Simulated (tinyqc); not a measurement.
Inside a calculation. Model: pair-potential crystal by lattice sums. Computed by tinyqc, a small Python program that keeps every step. Command: `OMP_NUM_THREADS=1 python tinyqc.py 3005180 3005181 out.jsonl pairsum walk`. One thread of a shared host (Intel(R) Xeon(R) Processor @ 2.30GHz), about 0.01 s of CPU time with the checks. Intermediate numbers are printed to about 5 digits and carried at full precision; extremes and crossings named in words are read from the listed rows.

Energy per atom E = (1/2) sum over neighbours of phi(r); d is the nearest-neighbour distance.

Inputs (values chosen for the exercise, for model atoms):

| quantity | value | unit |
|---|---|---|
| well depth eps | 0.0356 | eV |
| pair minimum r0 | 2.45 | angstrom |
| cut-off r_c/r0 | 2.5 | - |
| trial neighbour distance d/r0 | 0.967 | - |
| repulsive exponent n | 10 | - |
| attractive exponent m | 6 | - |

Potential: Mie n-m. Structure: bcc.

Constants: 1 eV/angstrom^3 = 160.2176634 GPa.

## Shell sums at the trial distance

phi0(r) = eps [m (r0/r)^n - n (r0/r)^m]/(n - m); shifted-force cut-off: phi(r) = phi0(r) - phi0(r_c) - (r - r_c) phi0'(r_c) for r < r_c, zero beyond. Shells (distance in units of d, count): fcc 1.0000 (12), 1.4142 (6), 1.7321 (24), 2.0000 (12), 2.2361 (24), 2.4495 (8), 2.6458 (48), 2.8284 (6), 3.0000 (36), 3.1623 (24); hcp 1.0000 (12), 1.4142 (6), 1.6330 (2), 1.7321 (18), 1.9149 (12), 2.0000 (6), 2.2361 (12), 2.3805 (12), 2.4495 (6), 2.5166 (6), 2.5820 (12), 2.6458 (24), 2.7080 (6), 2.8868 (12), 3.0000 (12), 3.1091 (24), 3.1623 (12); bcc 1.0000 (8), 1.1547 (6), 1.6330 (12), 1.9149 (24), 2.0000 (8), 2.3094 (6), 2.5166 (24), 2.5820 (24), 2.8284 (24), 3.0000 (32); sc 1.0000 (6), 1.4142 (12), 1.7321 (8), 2.0000 (6), 2.2361 (24), 2.4495 (24), 2.8284 (12), 3.0000 (30), 3.1623 (24); diamond 1.0000 (4), 1.6330 (12), 1.9149 (12), 2.3094 (6), 2.5166 (12), 2.8284 (24), 3.0000 (16). Volumes per atom in d^3: fcc 0.70711, hcp 0.70711, bcc 0.76980, sc 1.00000, diamond 1.53960; hcp has the ideal c/a. Every shell inside the cut-off is summed. List each shell within the cut-off.

Shells:

| shell | count | r (angstrom) | phi (eV) | phi' (eV/angstrom) | phi'' (eV/angstrom^2) |
|---|---|---|---|---|---|
| 1 | 8 | 2.3691 | -0.032492 | -0.039949 | 0.64930 |
| 2 | 6 | 2.7357 | -0.026658 | 0.035577 | 0.00281 |
| 3 | 12 | 3.8688 | -0.004042 | 0.007123 | -0.01204 |
| 4 | 24 | 4.5366 | -0.001184 | 0.002324 | -0.00390 |
| 5 | 8 | 4.7383 | -0.000786 | 0.001652 | -0.00282 |
| 6 | 6 | 5.4713 | -0.000114 | 0.000407 | -0.00094 |
| 7 | 24 | 5.9622 | -0.000006 | 0.000071 | -0.00048 |
| 8 | 24 | 6.1171 | 0.000000 | 0.000003 | -0.00040 |

## Energy and virial pressure

E = (1/2) sum count x phi; P = -(1/(6 Omega)) sum count x r phi', Omega = 0.769800 d^3.

energy at the trial distance = -0.25196 eV/atom

pressure at the trial distance = -1.2967 GPa

The pressure is negative, so the lattice wants to contract.

## Equilibrium

Equilibrium: dE/dd = 0 at the lowest minimum with d between 0.78 r0 and 1.45 r0; B = d^2 E''(d)/(9 Omega). Unrelaxed vacancy: removing an atom breaks its bonds (2|E|) and placing it on the surface returns |E|, so E_v = |E|.

equilibrium distance d = 2.3279 angstrom

energy per atom = -0.25425 eV

bulk modulus B = 29.997 GPa

unrelaxed vacancy energy = 0.25425 eV

d is 5.0 % shorter than r0, because further shells pull and the first shell must push back.

## Elastic constants

At zero stress C_ijkl = (1/(2 Omega)) sum (phi'' - phi'/r) R_i R_j R_k R_l / r^2 over all neighbours, on cube axes; so C44 = C12 (Cauchy relation). C' = (C11 - C12)/2.

C11 = 26.475 GPa

C12 = C44 = 31.758 GPa

C' = -2.6418 GPa

C' is negative: the structure is unstable against a tetragonal shear.

## Ranking of structures

The formulas are those given above.

Each structure at its own equilibrium:

| structure | neighbours | d (angstrom) | E (eV/atom) | volume (angstrom^3) | B (GPa) |
|---|---|---|---|---|---|
| fcc | 12 | 2.3788 | -0.26410 | 9.518 | 32.159 |
| hcp | 12 | 2.3789 | -0.26404 | 9.520 | 32.041 |
| bcc | 8 | 2.3279 | -0.25425 | 9.712 | 29.997 |
| sc | 6 | 2.3180 | -0.17529 | 12.454 | 16.417 |
| diamond | 4 | 2.3500 | -0.09692 | 19.981 | 5.700 |

The order is fcc < hcp < bcc < sc < diamond; fcc lies 0.056 meV below hcp. fcc (-0.264096 eV) and hcp (-0.264040 eV) share two shells and differ from the third on. Pair forces reward the number of bonds: diamond reaches only 37 % of the best binding. Caution: each structure is relaxed in d alone and may be unstable against shear; the tiny fcc-hcp difference depends on the cut-off.

Checks made by the program: virial pressure against -dE/dV (relative difference 2e-08); (C11 + 2 C12)/3 against the curvature of E(d) (relative difference 3e-10).
